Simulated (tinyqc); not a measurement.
Raising U: Hubbard chain of 6 sites, mean field against exact. Computed by the program tinyqc. 

one-body matrix (hopping and site energies) (eV):
```
         1        2        3        4        5        6
1   0.0000  -0.6600   0.0000   0.0000   0.0000   0.0000
2  -0.6600   0.0000  -0.6600   0.0000   0.0000   0.0000
3   0.0000  -0.6600   0.0000  -0.6600   0.0000   0.0000
4   0.0000   0.0000  -0.6600   0.0000  -0.6600   0.0000
5   0.0000   0.0000   0.0000  -0.6600   0.0000  -0.6600
6   0.0000   0.0000   0.0000   0.0000  -0.6600   0.0000
```

electrons, up and down: 3  3

Collinear unrestricted mean field (the lowest of 40 random starts) against exact diagonalisation.

Exact and mean-field results (eV):
```
U            U/t    E exact  E mean field  mean |n_up - n_down|  double occupancy, exact  first gap in the sector
0.3300    0.5000  -4.140327     -4.117026                0.0000                   0.2265                   0.5229
0.6600    1.0000  -3.715070     -3.622026                0.0000                   0.2031                   0.4686
1.3200    2.0000  -3.000567     -2.671036                0.4041                   0.1584                   0.3819
1.9800    3.0000  -2.452604     -2.000547                0.6726                   0.1197                   0.3156
2.6400    4.0000  -2.041093     -1.565812                0.8030                   0.0896                   0.2647
3.9600    6.0000  -1.496029     -1.075266                0.9093                   0.0522                   0.1954
5.2800    8.0000  -1.166945     -0.814613                0.9485                   0.0329                   0.1528
7.9200   12.0000  -0.802161     -0.546934                0.9770                   0.0160                   0.1052
13.2000  20.0000  -0.489383     -0.329339                0.9917                   0.0061                   0.0642
```

In absolute terms mean field is worst at U/t = 4.0, 0.475 eV too high: at small U it is nearly exact, and at large U it misses only exchange-scale energies. Its local moments set in at U/t = 2.0 of those listed, a broken symmetry that the exact state of a finite cluster with equal spins does not have. Relative to the exact energy its error is 0.6 % at the smallest U, 33 % at most and 33 % at the largest. The double occupancy falls from 0.226 to 0.006; at the largest U the first gap is 0.49 times the exchange scale 4t^2/U.
